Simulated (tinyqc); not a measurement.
Wannier functions of a composite (isolated) pair of valence bands (bonds of an sp chain): sweeps and comparisons. A value that a table varies takes the place of the one given here.

Each atom has a hybrid pointing left (<) and right (>). H(k): diagonal +V3 on A, -V3 on B; <A<|A>> = -V1a, <B<|B>> = -V1b, <A>|B<> = -V2, <B>|A<> = -V2p exp(ik); k in 1/a, Bloch sums with exp(ikR). The two lowest bands are filled. Trial functions in cell 0: g1 = cos(c) A> + sin(c) B<, and g2 = sin(c) B> + cos(c) A< of cell 1, whose Bloch vector has cos(c) exp(-ik) on A<. Projection A_mn = <psi_m|g_n>, S = A^+ A, Loewdin U = A S^(-1/2), Bloch-like states w_n = sum_m psi_m U_mn, H_W(k) = U^+ diag(E) U. P = sum_m |psi_m><psi_m| is free of phase choices, and S = g^+ P g, w = P g S^(-1/2).

Inputs chosen for the exercise:
- V2 = 2.94 eV (coupling in the bond A-B inside the cell)
- V2p = 3.47 eV (coupling in the bond to the next cell)
- V1a = 0.74 eV (coupling of the two hybrids on A)
- V1b = 1.28 eV (the same on B)
- V3 = 0 eV (A at +V3, B at -V3)
- xb = 0.55 a (position of B (A at 0))
- c = 65 degrees (trial bonds cos(c) on A, sin(c) on B)

## Choice of the trial bonds

N = 12; centres and spreads in real space with point-like hybrids at R and R + xb; smallest eigenvalue of S over the mesh.

Trial angle:
```
c (deg)  smallest S  centre 1 (a)  centre 2 (a)  sum of centres  total spread (a^2)  H_12(R = 0), mean over k (eV)
15            0.608        0.2782        0.7718          1.0500              0.1336                        -0.6403
30            0.838        0.2782        0.7718          1.0500              0.1335                        -0.6378
45            0.975        0.2782        0.7718          1.0500              0.1334                        -0.6356
55            0.897        0.2782        0.7718          1.0500              0.1334                        -0.6342
65            0.769        0.2782        0.7718          1.0500              0.1335                        -0.6326
75            0.608        0.2782        0.7718          1.0500              0.1336                        -0.6308
85            0.435        0.2782        0.7718          1.0500              0.1338                        -0.6285
```

The sum of the centres stays at 1.0500 a within 0.0000: it gives the electronic polarisation, modulo a, and is fixed by the filled space. Single centres move by less than 0.0001 a here and H_12(0), a matter of gauge, moves by 12 meV. The total spread runs only from 0.1334 to 0.1338 a^2, so the orthogonalisation repairs even poor trials; the projection is best at c = 45 degrees among these rows, and the two bonds, isolated, have c = 45 and 45.

## Interpolating the pair or each band alone

Largest error on 25 points from 0 to pi. Pair: diagonalise the Hermitian part of sum_R exp(ikR) H(R) over the N cells nearest the origin, with H(R) the mean of exp(-ikR) H_W(k) on the mesh k = 2 pi j/N. Alone: the cosine series of each sorted band on the same mesh.

Errors (meV):
```
N       pair  each band alone
3   13.83109         82.19522
4    3.17050         15.40019
5    0.67790         20.68876
6    0.14936          3.82878
8    0.00989          1.36883
10   0.00066          0.48479
14   0.00000          0.06153
```

smallest spacing of the two filled bands = 0.7566 eV

At N = 6 the pair errs by 0.15 meV and the single bands by 3.8; at N = 10, 0.00066 against 0.48. Both fall exponentially: the pair at a rate tied to the gap to the empty bands (4.34 eV), the single bands at a slower one tied to their own spacing (0.757 eV at the closest). Not every column falls at every step, since even meshes hold k = pi and odd ones do not.

## What each parameter does

N = 12: centres, total spread (point-like hybrids at R and R + xb) and H_12(0). Each row changes one parameter from the base and keeps the others.

Results:
```
case           centre 1 (a)  centre 2 (a)  total spread (a^2)  H_12(0) (eV)
base                 0.2782        0.7718              0.1335       -0.6326
V2 = 3.34 eV         0.2778        0.7722              0.1326       -0.6335
V2p = 3.87 eV        0.2778        0.7722              0.1326       -0.6334
V1a = 0.94 eV        0.2772        0.7728              0.1350       -0.6280
V1b = 1.48 eV        0.2798        0.7702              0.1353       -0.7314
V3 = 0.4 eV          0.3136        0.7475              0.1314       -0.7105
xb = 0.6 a           0.3032        0.7968              0.1372       -0.6326
```

The largest shifts from the base row, up to three for each result and ties (the steps differ in size, so this ranks the rows, not the parameters). centre 1 (a): V3 +0.0354, xb +0.0250, V1b +0.0016. centre 2 (a): xb +0.0250, V3 -0.0243, V1b -0.0016. total spread (a^2): xb +0.0038, V3 -0.0021, V1b +0.0018. H_12(0) (eV): V1b -0.0989, V3 -0.0779, V1a +0.0046; unchanged at the printed digits by xb.

Run: tinyqc, `OMP_NUM_THREADS=1 python tinyqc.py 1482344 1482345 out.jsonl`; Intel(R) Xeon(R) Processor @ 2.30GHz, one thread, shared host; about 0.2 s of CPU time with all checks.
